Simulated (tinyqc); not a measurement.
Which clusters to keep: cluster expansion of a binary alloy: correlations, fit, cross-validation and ground states. Computed by tinyqc, a small Python program. Command: `OMP_NUM_THREADS=1 python tinyqc.py 3026322 3026323 out.jsonl clex walk`. One thread of a shared host (Intel(R) Xeon(R) Processor @ 2.30GHz), about 0.02 s of CPU time with the checks.

s = +1 for A and -1 for B. Energy per site E = J0 + J1 P(point) + sum over clusters of m V P, with P the mean product of spins; V > 0 on a pair favours unlike neighbours. Clusters per site m: pair 1 6, pair 2 3, pair 3 12, triplet 8; the triplet is the triangle of first neighbours. Formation energies are counted from the line between pure A and pure B, which removes J0 and J1.

Inputs (values chosen for the exercise, for a model alloy):
```
quantity                     value      unit
first-pair interaction V1      6.1       meV
second-pair interaction V2    -0.3       meV
third-pair interaction V3   -0.028       meV
triplet interaction Vt         1.3       meV
noise amplitude               0.71  meV/site
```

Lattice: fcc.

Method:
- Design matrix of formation energies: m (P - 1) for pairs and m (P(triplet) - P(point)) for the triplet; x = (1 - P(point))/2.
- Exact: X V with V = (V1, V2, V3, Vt). The data to fit add the noise amplitude times the normal numbers, standing for what the clusters leave out.
- For each set, H = X (X^T X)^-1 X^T over the structures between the ends; residual e = E - H E; leave-one-out error e_i/(1 - H_ii); both as root mean squares.

correlations P, counted on periodic cells:
```
                      point    pair 1    pair 2    pair 3   triplet
A                   1.00000   1.00000   1.00000   1.00000   1.00000
A3B L1_2            0.50000   0.00000   1.00000   0.00000  -0.50000
A3B D0_22           0.50000   0.00000   0.66667   0.33333  -0.50000
A3B (001) layers    0.50000   0.33333   0.66667   0.00000   0.50000
A2B (001) layers    0.33333   0.11111   0.55556  -0.33333   0.33333
AB L1_0             0.00000  -0.33333   1.00000  -0.33333   0.00000
AB L1_1             0.00000   0.00000  -1.00000   0.00000   0.00000
A2B2 (001) layers   0.00000   0.33333   0.33333  -0.33333   0.00000
AB2 (001) layers   -0.33333   0.11111   0.55556  -0.33333  -0.33333
AB3 L1_2           -0.50000   0.00000   1.00000   0.00000   0.50000
AB3 D0_22          -0.50000   0.00000   0.66667   0.33333   0.50000
AB3 (001) layers   -0.50000   0.33333   0.66667   0.00000  -0.50000
B                  -1.00000   1.00000   1.00000   1.00000  -1.00000
```

standard normal numbers for the noise (0 for the pure ends): A 0.000, A3B L1_2 1.403, A3B D0_22 -0.038, A3B (001) layers 1.403, A2B (001) layers 0.411, AB L1_0 -0.862, AB L1_1 -0.005, A2B2 (001) layers 0.221, AB2 (001) layers -1.180, AB3 L1_2 0.172, AB3 D0_22 -1.495, AB3 (001) layers -0.262, B 0.000

X:
```
                    pair 1   pair 2    pair 3  triplet
A                   0.0000   0.0000    0.0000   0.0000
A3B L1_2           -6.0000   0.0000  -12.0000  -8.0000
A3B D0_22          -6.0000  -1.0000   -8.0000  -8.0000
A3B (001) layers   -4.0000  -1.0000  -12.0000   0.0000
A2B (001) layers   -5.3333  -1.3333  -16.0000   0.0000
AB L1_0            -8.0000   0.0000  -16.0000   0.0000
AB L1_1            -6.0000  -6.0000  -12.0000   0.0000
A2B2 (001) layers  -4.0000  -2.0000  -16.0000   0.0000
AB2 (001) layers   -5.3333  -1.3333  -16.0000   0.0000
AB3 L1_2           -6.0000   0.0000  -12.0000   8.0000
AB3 D0_22          -6.0000  -1.0000   -8.0000   8.0000
AB3 (001) layers   -4.0000  -1.0000  -12.0000   0.0000
B                   0.0000   0.0000    0.0000   0.0000
```

data (meV/site): A 0.0000, A3B L1_2 -45.6679, A3B D0_22 -46.5030, A3B (001) layers -22.7679, A2B (001) layers -31.3935, AB L1_0 -48.9640, AB L1_1 -34.4676, A2B2 (001) layers -23.1951, AB2 (001) layers -32.5231, AB3 L1_2 -25.7419, AB3 D0_22 -26.7374, AB3 (001) layers -23.9500, B 0.0000

Fits:
```
clusters     fit error (meV/site)  leave-one-out error (meV/site)  largest H_ii
V1                         6.0361                          6.7306       0.18344
V1 V2                      6.0133                          6.9662       0.82499
V1 V3                      6.0252                          7.5195       0.34839
V1 V2 Vt                   0.5952                          0.8030       0.82499
V1 Vt                      0.7932                          0.9496       0.35318
V1 V2 V3                   6.0074                          7.7199       0.89605
V1 V3 Vt                   0.7058                          0.8555       0.51586
V1 V2 V3 Vt                0.5329                          0.9140       0.89605
```

leave-one-out error without pair 3 = 0.80296 meV/site

leave-one-out error with all four = 0.91398 meV/site

What follows from these numbers?

The fit error can only fall as clusters are added, to 0.53 meV with all four. The leave-one-out error is least for V1 V2 Vt (0.80 meV), and all four give 0.91: the extra terms fit noise more than signal.

Extremes, crossings and ranges named in words are read from the listed rows.
